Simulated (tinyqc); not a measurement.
Metal gate on a two-layer dielectric stack with fixed charge and a dipole: one step of the calculation.

Gate, layer 2, layer 1, p-type semiconductor; x runs from the gate inwards. Charges are counted in units of +q. psi is the band bending at the surface, positive towards inversion. Classical charge, Boltzmann statistics, no interface traps.

Problem. Threshold voltage. ni = sqrt(Nc Nv) exp(-Eg/(2 Vt)), Eg in volts, pB = Vt ln(Na/ni), Vth = Vfb + 2 pB + sqrt(4 q eps0 eps_r Na pB)/Cox.

Inputs (values chosen for the exercise); band and dielectric values close to those of 4H silicon carbide, layer 1 close to silicon nitride, layer 2 close to zirconium oxide: temperature T = 300 K; band gap Eg = 3.32 eV; relative permittivity eps_r = 9.55; conduction-band density of states at T Nc = 1.67e19 cm^-3; valence-band density of states at T Nv = 2.49e19 cm^-3; acceptor density Na = 1.3e18 cm^-3.

Constants: q = 1.602176634e-19 C, kB = 1.380649e-23 J/K, Vt = kB T/q, eps0 = 8.8541878128e-14 F/cm where lengths are in cm. Results are converted to the units shown.

Vfb = -1.8789802 V
Cox = 2.4785143 uF/cm^2

Wanted: ni; pB; depletion charge; Vth.

Solution.

ni = 2.647e-9 cm^-3
pB = 1.589 V
depletion charge = 1.058 uC/cm^2
Vth = 1.726 V

tinyqc, about 0.01 s, one thread, Intel Xeon 2.30GHz (shared host): `OMP_NUM_THREADS=1 python tinyqc.py 2010082 2010083 out.jsonl`
